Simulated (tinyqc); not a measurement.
## Ideality, resistance and saturation current from three points

Inverse problem. Well above I0 a diode obeys V = n Vt ln(I/I0) + Rs I. Find n, Rs and I0.

Inputs (values chosen for the exercise): temperature T = 250 K.

Constants: q = 1.602176634e-19 C, kB = 1.380649e-23 J/K, Vt = kB T/q. Results are converted to the units shown.

I (A): 0.00072  0.0086  0.1
V (V): 0.33262941  0.40058127  0.57648422

Solution. The equation is linear in a = n Vt, Rs and c = -a ln I0; three points give a 3 x 3 system.

n = 1.08
Rs = 1.30 ohm
I0 = 4.63e-10 A

Computed by the program tinyqc: `OMP_NUM_THREADS=1 python tinyqc.py 2640001 2640002 out.jsonl`, one thread of a shared Intel Xeon 2.30GHz, about 0.01 s for the whole run.
